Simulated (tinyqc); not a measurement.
Free and trapped electrons in a MOS channel with a dense trap tail: free and trapped charge against gate voltage.

p-type body, charge-sheet picture, full ionisation (an idealisation for deep acceptors), Boltzmann statistics for free electrons. e = Ec - EF at the surface. Acceptor-like traps of density D(E) = D0 + De exp(-E/Ew) at depth E below Ec, from 0 to Eu, hold n_t = integral of D(E)/(1 + exp((e - E)/Vt)). psi = Eg - Vt ln(Nv/Na) - e; N_dep = sqrt(2 eps0 eps_r Na (psi - Vt)/q); n_f = sqrt(N_dep^2 + 2 eps0 eps_r Vt Nc exp(-e/Vt)/q) - N_dep; Vg = Vfb + psi + q (N_dep + n_t + n_f)/Cox, Cox = eps0 eox/tox.

Free share n_f/(n_f + n_t); swing ln 10 n_f/(dn_f/dVg); field-effect mobility mf q (dn_f/dVg)/Cox, for a constant mf; oxide field q (N_dep + n_t + n_f)/(eps0 eox).

Values chosen for this exercise; band and dielectric values close to those of silicon:
```
symbol    value         unit                                             meaning
T           300            K                                         temperature
Eg         1.13           eV                                            band gap
eps_r      11.9                                            relative permittivity
Nc      2.78e19        cm^-3              conduction-band density of states at T
Nv      2.69e19        cm^-3                 valence-band density of states at T
eox         3.9                           relative permittivity of the insulator
tox          57           nm                                 insulator thickness
Na       4.1e16        cm^-3                                    acceptor density
Vfb       -0.73            V            flat-band voltage without trapped charge
D0       1.1e10  cm^-2 eV^-1  constant background density of acceptor-like traps
De         4e12  cm^-2 eV^-1          density of the tail at the conduction edge
Ew         0.09           eV                            decay energy of the tail
Eu         0.74           eV        depth below Ec down to which the traps reach
mf          180   cm^2/(V s)                          mobility of free electrons
```

Constants: q = 1.602176634e-19 C, kB = 1.380649e-23 J/K, Vt = kB T/q, eps0 = 8.8541878128e-14 F/cm where lengths are in cm. Results are converted to the units shown.

Result of one run:
columns A: e (eV); B: n_f (cm^-2); C: n_t (cm^-2); D: free share (%); E: swing (mV/decade); F: field-effect mobility (cm^2/(V s)); G: oxide field (MV/cm)
```
A                B         C      D        E      F      G
0.004007  2.223e12  3.088e11  87.80  1.412e4  172.6  1.504
```

Which gate voltage Vg gave this result: 1.2, 3.4, 4.5, 8.8 or 9.9 V?

Vg = 8.8 V.

The whole series:
columns A: Vg (V); B: e (eV); C: n_f (cm^-2); D: n_t (cm^-2); E: free share (%); F: swing (mV/decade); G: field-effect mobility (cm^2/(V s)); H: oxide field (MV/cm)
```
A            B         C         D         E        F         G       H
1.2     0.4310   5.210e5   6.749e9  0.007720    152.5  0.003745  0.2454
2.3     0.1239  5.676e10  1.100e11     34.04    663.7     93.74  0.3845
3.4    0.07082  3.548e11  1.866e11     65.54     2647     146.9  0.5682
4.5    0.04781  7.101e11  2.294e11     75.59     4899     158.9  0.7571
5.6    0.03248  1.085e12  2.590e11     80.72     7217     164.8  0.9474
6.7    0.02081  1.470e12  2.808e11     83.96     9566     168.4   1.138
7.7    0.01212  1.826e12  2.959e11     86.06  1.172e4     170.8   1.312
8.8   0.004007  2.223e12  3.088e11     87.80  1.412e4     172.6   1.504
9.9  -0.003008  2.624e12  3.188e11     89.16  1.653e4     174.0   1.696
```

n_f reaches 1e11 cm^-2 at Vg = 2.50 V, against 2.16 V without traps. The free share rises from 0.00772 to 89.2 % and the field-effect mobility rises from 0.00375 to 174 cm^2/(V s), although mf = 180 is constant: in the last row 96.7 % of Cox dVg goes into free electrons. The swing in the first row is 152 mV a decade (Vt ln 10 = 59.5). For Vg = 4.5, 5.6, 6.7, 7.7, 8.8, 9.9 EF lies less than 2 Vt below the band edge, or above it, where degeneracy and confinement, left out, matter.

Numbers from tinyqc (`OMP_NUM_THREADS=1 python tinyqc.py 2222218 2222219 out.jsonl`; about 0.02 s on one thread of a shared Intel Xeon 2.30GHz).
